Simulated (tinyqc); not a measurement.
Temperature series and Richardson plot: current of a Schottky diode by thermionic-emission-diffusion theory, and its read-back from I-V-T and C-V data. Computed by tinyqc, a small Python program. Command: `OMP_NUM_THREADS=1 python tinyqc.py 3021352 3021353 out.jsonl schottky walk`. One thread of a shared host (Intel(R) Xeon(R) Processor @ 2.30GHz), about 0.01 s of CPU time with the checks.

Full ionisation, no tunnelling, no recombination current. V is the voltage across the junction itself, forward positive.

Inputs (values chosen for the exercise, modelled on n-type amorphous oxide):
```
quantity                                   value          unit
Richardson constant A*                      39.4  A/(cm^2 K^2)
effective density of states at 300 K, N_c  5e+18        1/cm^3
permittivity eps                              10             -
mobility mu                                  9.5    cm^2/(V s)
barrier without image force phi_0 (mean)   0.743            eV
doping N                                   4e+16        1/cm^3
junction voltage V                          0.35             V
standard deviation sigma                      36           meV
relative change of sigma^2 with bias, rho    0.4           1/V
```

Barrier: Gaussian spread of heights.

Constants: k_B = 8.617333262e-05 eV/K; e = 1.602176634e-19 C; eps_0 = 8.8541878128e-12 F/m.

Method:
- N_c(T) = N_c (T/300 K)^(3/2); V_bi = phi_0 - (k_B T/e) ln(N_c(T)/N); surface field F = sqrt(2 e N (V_bi - V - k_B T/e)/(eps eps_0)); image lowering d_phi = sqrt(e F/(4 pi eps eps_0)); effective barrier phi = phi_0 - d_phi - sigma^2 (1 - rho V)/(2 k_B T).
- Collection velocity v_R = A* T^2/(e N_c(T)); diffusion velocity v_D = mu F; J = e N_c(T) v_R/(1 + v_R/v_D) exp(-phi/k_B T) [exp(e V/k_B T) - 1].
- Ideality n = (e/k_B T)/(d ln J/dV) by a central difference of +/- 1 mV; J_0 = J exp(-e V/(n k_B T)); apparent barrier phi_IV = k_B T ln(A* T^2/J_0); a C-V plot gives phi_CV = phi_0, the mean without lowering.
- A least-squares line of ln(J_0/T^2) against 1/(k_B T) gives a barrier (minus the slope) and a Richardson constant (exp of the intercept).

At the same junction voltage:
```
T (K)  1/k_B T (1/eV)       n  J_0 (A/cm^2)  phi_IV (eV)  ln(J_0/T^2)
200            58.023  1.0692    6.4539e-12      0.69002      -36.363
250            46.418  1.0798    1.4884e-08      0.70532      -29.066
300            38.682  1.0959    3.0705e-06      0.71804      -24.101
350            33.156  1.1195    1.5469e-04      0.72879      -20.490
400            29.011  1.1553    3.2346e-03      0.73732      -17.717
450            25.788  1.2142    3.8805e-02      0.74227      -15.468
```

barrier from the Richardson plot = 0.64683 eV

Richardson constant from the plot = 2.8401 A/(cm^2 K^2)

From 200 to 450 K n goes from 1.069 to 1.214 and phi_IV from 0.690 to 0.742 eV. The plot returns 0.647 eV against phi_0 = 0.743 and a constant 0.0721 times the true A*: a spread of barriers lets cold carriers pick the low patches, which bends the plot and lowers both numbers.

Extremes, crossings and ranges named in words are read from the listed rows.
